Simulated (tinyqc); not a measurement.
Layer against dose: implant damage, amorphisation by cascade overlap, and solid-phase epitaxial regrowth. Computed by tinyqc, a small Python program. Command: `OMP_NUM_THREADS=1 python tinyqc.py 3112561 3112562 out.jsonl sper walk`. One thread of a shared host (Intel(R) Xeon(R) Processor @ 2.30GHz), about 0.01 s of CPU time with the checks.

Range and width of the damage are inputs. Dynamic annealing enters only through the surviving share f.

Inputs (values chosen for the exercise, modelled on phosphorus ions in silicon):
```
quantity                         value    unit
atomic density N                  49.9  1/nm^3
ion Z1                              15       -
ion mass M1                         31       u
target Z2                           14       -
target mass M2                   28.09       u
ion energy E                        14     keV
displacement energy E_d             16      eV
depth of the damage peak R_d        11      nm
width of the damage profile s_d    6.3      nm
share of defects that survive f   0.81       -
critical displaced share x_c      0.17       -
dose Q                           4e+14  1/cm^2
```

Constants: a_0 = 0.529177210903 angstrom; e^2/(4 pi eps_0) = 14.39964548 eV angstrom.

Method. Robinson partition: eps = E a M2/(Z1 Z2 (e^2/(4 pi eps_0)) (M1 + M2)), a = 0.8853 a_0/sqrt(Z1^(2/3) + Z2^(2/3)); k = 0.0793 Z1^(2/3) Z2^(1/2) (M1 + M2)^(3/2)/((Z1^(2/3) + Z2^(2/3))^(3/4) M1^(3/2) M2^(1/2)); damage energy T_d = E/(1 + k (eps + 0.40244 eps^(3/4) + 3.4008 eps^(1/6))); displacements nu = 0.8 T_d/(2 E_d). Displaced share x(z) = f nu Q exp(-(z - R_d)^2/(2 s_d^2))/(sqrt(2 pi) s_d N); the layer is amorphous where x > x_c, between R_d -/+ s_d sqrt(2 ln(x_max/x_c)), the upper edge being cut at the surface. Threshold dose Q_c = Q x_c/x_max.

threshold dose Q_c = 6.86949e+13 1/cm^2

displacements per ion nu = 240.752

Dose series; the last column is f nu Q erfc((z2 - R_d)/(sqrt2 s_d))/2:
```
Q (1/cm^2)   x_max  upper edge (nm)  lower edge (nm)  displaced atoms beyond z2 (1/cm^2)
7.56e+13    0.1871           8.2426           13.757                          4.8770e+15
1.03e+14    0.2549           5.3296           16.670                          3.6967e+15
1.72e+14    0.4257           2.4644           19.536                          2.9427e+15
2.75e+14    0.6805           0.5068           21.493                          2.5686e+15
4.81e+14    1.1903           0.0000           23.429                          2.2749e+15
8.24e+14    2.0392           0.0000           25.043                          2.0733e+15
1.72e+15    4.2565           0.0000           26.989                          1.8704e+15
3.43e+15    8.4883           0.0000           28.619                          1.7269e+15
```

A dose 45 times larger moves the lower edge from 13.8 to 28.6 nm, as the root of a logarithm, and the damage beyond it falls by a factor 2.8, since the edge lies on an ever steeper tail. The layer reaches the surface at Q_c exp(R_d^2/(2 s_d^2)) = 3.15e14 per cm^2.
